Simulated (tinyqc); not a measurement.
Worked calculation: Luttinger-Kohn k.p, four valence bands. One step of it, computed by the program tinyqc.

Problem. Levels at k. Diagonalise the Hermitian matrix.

H(k) at k (eV):
```
,3/2,1/2,-1/2,-3/2
3/2,0.024094,0.002281+0.003991i,0.006076-0.011973i,0.000000
1/2,0.002281-0.003991i,0.011031,0.000000,0.006076-0.011973i
-1/2,0.006076+0.011973i,0.000000,0.011031,-0.002281-0.003991i
-3/2,0.000000,0.006076+0.011973i,-0.002281+0.003991i,0.024094
```

Give: eigenvalues.

Solution.

eigenvalues (eV): 0.002  0.002  0.033  0.033
